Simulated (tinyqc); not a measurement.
# Two-diode model of a solar cell: effects of single changes

J is the current delivered and Vj = V + J Rs the junction voltage. J = X JL - J01 (exp(Vj/(n1 Vt)) - 1) - J02 (exp(Vj/(2 Vt)) - 1) - Vj/Rp. The photocurrent does not depend on voltage.

Inputs (values chosen for the exercise); values of the order met in cells of silicon:
- T = 298.15 K (temperature)
- JL = 37.3 mA/cm^2 (photocurrent at one sun)
- X = 0.1 suns (concentration)
- J01 = 4.5e-13 A/cm^2 (saturation current of the first diode)
- n1 = 1 (ideality factor of the first diode)
- Rs = 0.17 ohm cm^2 (series resistance)
- Rp = 20000 ohm cm^2 (shunt resistance)
- Pin = 100 mW/cm^2 (incident power at one sun)
- J02 = 6.6e-8 A/cm^2 (saturation current of the second diode (ideality 2))

Constants: q = 1.602176634e-19 C, kB = 1.380649e-23 J/K, Vt = kB T/q. Results are converted to the units shown.

Each table varies one quantity; the others keep the values above.

## Effect of the shunt resistance

Jsc at V = 0, Voc at J = 0, the maximum power point where J (1 + 2 Rs G) = G Vj with G = -dJ/dVj; FF = Vmp Jmp/(Voc Jsc); efficiency Vmp Jmp/(X Pin). Empirical fill factor without parasitics FF0 = (v - ln(v + 0.72))/(v + 1), v = Voc/(n1 Vt).

Effect of the shunt resistance:
```
Rp (ohm cm^2)  Jsc (mA/cm^2)  Voc (V)  Vmp (V)  Jmp (mA/cm^2)      FF  efficiency (%)     FF0
300                    3.728   0.5217   0.3891          2.301  0.4603           8.952  0.8101
700                    3.729   0.5391   0.4247          2.857  0.6035           12.13  0.8145
2000                   3.730   0.5457   0.4366          3.174  0.6808           13.86  0.8161
4000                   3.730   0.5473   0.4393          3.263  0.7022           14.34  0.8165
8000                   3.730   0.5481   0.4407          3.308  0.7131           14.58  0.8167
20000                  3.730   0.5486   0.4415          3.335  0.7196           14.72  0.8168
40000                  3.730   0.5488   0.4417          3.344  0.7217           14.77  0.8169
1e5                    3.730   0.5488   0.4419          3.350  0.7231           14.80  0.8169
```

What does the table show?

As Rp goes from 300 to 1e5, Voc rises from 0.522 to 0.549 V, FF rises from 0.460 to 0.723 and the efficiency rises from 8.95 to 14.8 %. Voc changes by 0.232 mV a decade between the last two rows and 47.2 mV between the first two. For Rp = 300 the shunt carries over 0.3 of the photocurrent at open circuit, so it pulls Voc down and FF towards the 1/4 of a resistor.

## Effect of the series resistance

Same model as above.

The same in every row: Voc (V) = 0.5486; FF0 = 0.8168.

Effect of the series resistance:
```
Rs (ohm cm^2)  Jsc (mA/cm^2)  Vmp (V)  Jmp (mA/cm^2)      FF  efficiency (%)
0                      3.730   0.4419          3.336  0.7205           14.74
0.05                   3.730   0.4418          3.336  0.7202           14.74
0.11                   3.730   0.4416          3.335  0.7199           14.73
0.25                   3.730   0.4413          3.335  0.7191           14.72
0.55                   3.730   0.4404          3.333  0.7175           14.68
1.2                    3.730   0.4387          3.330  0.7140           14.61
2.7                    3.729   0.4346          3.323  0.7060           14.44
6                      3.729   0.4258          3.307  0.6883           14.08
```

As Rs goes from 0 to 6, Voc stays at 0.549 V, FF falls from 0.720 to 0.688 and the efficiency falls from 14.7 to 14.1 %. Voc does not depend on Rs, since no current flows through it at open circuit; between the first two rows FF drops by 1.10 times rs = Rs Jsc/Voc in relative terms.

Numbers from tinyqc (`OMP_NUM_THREADS=1 python tinyqc.py 2280112 2280113 out.jsonl`; about 0.01 s on one thread of a shared Intel Xeon 2.30GHz).
